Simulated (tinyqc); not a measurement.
## Gated graphene, quantum capacitance: effect of the gate voltage

phi is the Fermi level above the Dirac point, in volts; Vg is counted from the gate voltage of charge neutrality. Ideal linear bands, no charge puddles.

N0 = (2/pi)(kB T/(hbar vF))^2; n = N0 F1(phi/Vt), p = N0 F1(-phi/Vt), F1(e) = int_0^infinity u du/(1 + exp(u - e)) = -Li2(-exp(e)); Cq = q d(n - p)/dphi = (q N0/Vt) ln[2 (1 + cosh(phi/Vt))]. Cox = eps0 eox/tox; Vg = phi + q (n - p + Dit phi)/Cox. 1/C_G = 1/Cox + 1/(Cq + q Dit); dphi/dVg = Cox/(Cox + Cq + q Dit).

Values chosen for this exercise; values close to those of graphene: temperature T = 150 K; relative permittivity of the gate insulator (close to silicon dioxide) eox = 3.9; insulator thickness tox = 9.1 nm; Fermi velocity vF = 1.04e6 m/s; density of traps Dit = 0 cm^-2 eV^-1.

Constants: q = 1.602176634e-19 C, kB = 1.380649e-23 J/K, hbar = 1.054571817e-34 J s, Vt = kB T/q, eps0 = 8.8541878128e-14 F/cm where lengths are in cm. Results are converted to the units shown.

The same in every row: Cox (uF/cm^2) = 0.37947.

Results:
```
Vg (V)    phi (V)  n - p (cm^-2)  Cq (uF/cm^2)  C_G (uF/cm^2)  dphi/dVg  n + p (cm^-2)
-0.3    -0.083637     -5.1244e11        1.8214        0.31404   0.17242      5.1251e11
-0.06   -0.026495     -7.9355e10       0.64486        0.23889   0.37045      8.5023e10
0.07     0.030091      9.4522e10       0.70733        0.24697   0.34916      9.8845e10
0.19     0.062468      3.0205e11        1.3642        0.29688   0.21763      3.0241e11
0.31     0.085347      5.3208e11        1.8585        0.31512   0.16956      5.3214e11
0.43      0.10400      7.7210e11        2.2640        0.32499   0.14355      7.7211e11
0.56      0.12142      1.0388e12        2.6429        0.33182   0.12555      1.0388e12
0.68      0.13574      1.2890e12        2.9547        0.33628   0.11381      1.2890e12
0.8       0.14884      1.5422e12        3.2398        0.33968   0.10485      1.5422e12
```

Estimate the missing row, Vg = -0.18 V.

Computed row:
```
Vg (V)    phi (V)  n - p (cm^-2)  Cq (uF/cm^2)  C_G (uF/cm^2)  dphi/dVg  n + p (cm^-2)
-0.18   -0.060262     -2.8359e11        1.3170        0.29459   0.22368      2.8402e11
```

With this row back in the table: As Vg goes from -0.3 to 0.8, Cq goes from 1.82 through a minimum of 0.645 (at Vg = -0.06 among the rows listed) to 3.24 uF/cm^2, C_G/Cox goes from 0.828 through a minimum of 0.630 (at Vg = -0.06 among the rows listed) to 0.895 and n - p rises from -5.12e11 to 1.54e12 cm^-2. Cq exceeds Cox in every row, so the insulator is the tighter limit, though Cq still cuts C_G by up to 37 %. At neutrality Cq is (q N0/Vt) ln 4 = 0.390 uF/cm^2, and far from it Cq grows as |phi|.

tinyqc, about 0.01 s, one thread, Intel Xeon 2.30GHz (shared host): `OMP_NUM_THREADS=1 python tinyqc.py 2200103 2200104 out.jsonl`
